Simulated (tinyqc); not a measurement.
Inside a calculation. Method: CCSD on RHF in the 6-311g basis, for H2, spin multiplicity 1. One step of it, computed by the program tinyqc.

Problem. CCSD: starting amplitudes. t_ij^ab = <ij||ab> / (e_i + e_j - e_a - e_b), whose energy is MP2.

orbital energies (hartree): MO1 -0.616353, MO2 0.178151, MO3 0.301045, MO4 0.680842, MO5 2.324209, MO6 2.848532

Two-electron integrals over orbitals (pq|rs), unique and non-zero (hartree):
```
(11|11) 0.675645    (21|21) 0.038691    (22|11) 0.340229    (22|22) 0.293575
(31|11) -0.138567   (31|22) -0.020975   (31|31) 0.054509    (32|21) 0.024154
(32|32) 0.043267    (33|11) 0.366675    (33|22) 0.271851    (33|31) -0.033997
(33|33) 0.282115    (41|21) -0.057495   (41|32) -0.013261   (41|41) 0.105097
(42|11) -0.131628   (42|22) -0.040049   (42|31) 0.034966    (42|33) -0.043305
(42|42) 0.048880    (43|21) 0.023561    (43|32) 0.017163    (43|41) -0.035961
(43|43) 0.021088    (44|11) 0.515418    (44|22) 0.322856    (44|31) -0.080459
(44|33) 0.316022    (44|42) -0.100668   (44|44) 0.447785    (51|11) -0.111539
(51|22) -0.007323   (51|31) 0.056338    (51|33) -0.025023   (51|42) 0.021440
(51|44) -0.054925   (51|51) 0.099679    (52|21) 0.002718    (52|32) 0.001298
(52|41) -0.001555   (52|43) -0.005263   (52|52) 0.008889    (53|11) 0.120291
(53|22) 0.028129    (53|31) -0.041348   (53|33) 0.036253    (53|42) -0.032001
(53|44) 0.074242    (53|51) -0.049551   (53|53) 0.038999    (54|21) -0.005239
(54|32) -0.021536   (54|41) -0.009601   (54|43) 0.003323    (54|52) -0.012810
(54|54) 0.035400    (55|11) 0.656351    (55|22) 0.328880    (55|31) -0.136475
(55|33) 0.359737    (55|42) -0.122542   (55|44) 0.494406    (55|51) -0.137132
(55|53) 0.127812    (55|55) 0.673241    (61|21) -0.028204   (61|32) 0.011231
(61|41) 0.070989    (61|43) -0.029993   (61|52) 0.018540    (61|54) -0.048596
(61|61) 0.106215    (62|11) -0.023174   (62|22) 0.011977    (62|31) 0.018728
(62|33) 0.001298    (62|42) 0.000280    (62|44) -0.004577   (62|51) 0.031977
(62|53) -0.012206   (62|55) -0.031738   (62|62) 0.017153    (63|21) 0.026576
(63|32) 0.002685    (63|41) -0.051591   (63|43) 0.018088    (63|52) -0.003783
(63|54) 0.017337    (63|61) -0.052288   (63|63) 0.033120    (64|11) 0.154233
(64|22) 0.019578    (64|31) -0.061728   (64|33) 0.040915    (64|42) -0.038281
(64|44) 0.090262    (64|51) -0.080916   (64|53) 0.051009    (64|55) 0.166787
(64|62) -0.030375   (64|64) 0.088836    (65|21) 0.067591    (65|32) 0.013906
(65|41) -0.127253   (65|43) 0.051227    (65|52) -0.015759   (65|54) 0.046518
(65|61) -0.138686   (65|63) 0.083305    (65|65) 0.226009    (66|11) 0.720147
(66|22) 0.348653    (66|31) -0.164054   (66|33) 0.374322    (66|42) -0.144194
(66|44) 0.549070    (66|51) -0.188217   (66|53) 0.154422    (66|55) 0.748474
(66|62) -0.046604   (66|64) 0.214725    (66|66) 0.874127
```

Give: Starting amplitudes; correlation energy.

Solution.

Starting amplitudes (spin orbitals 1a, 1b, ...; amplitudes related by a flip of all spins are not repeated):
```
from      to       t
1a 1b  4a 4b  -0.041
1a 1b  3a 3b  -0.030
1a 1b  2a 4b   0.027
1a 1b  2a 2b  -0.024
1a 1b  5a 5b  -0.017
1a 1b  6a 6b  -0.015
1a 1b  4a 6b  -0.015
1a 1b  3a 5b  -0.015
1a 1b  2a 6b   0.007
```

correlation energy = -0.01743 hartree
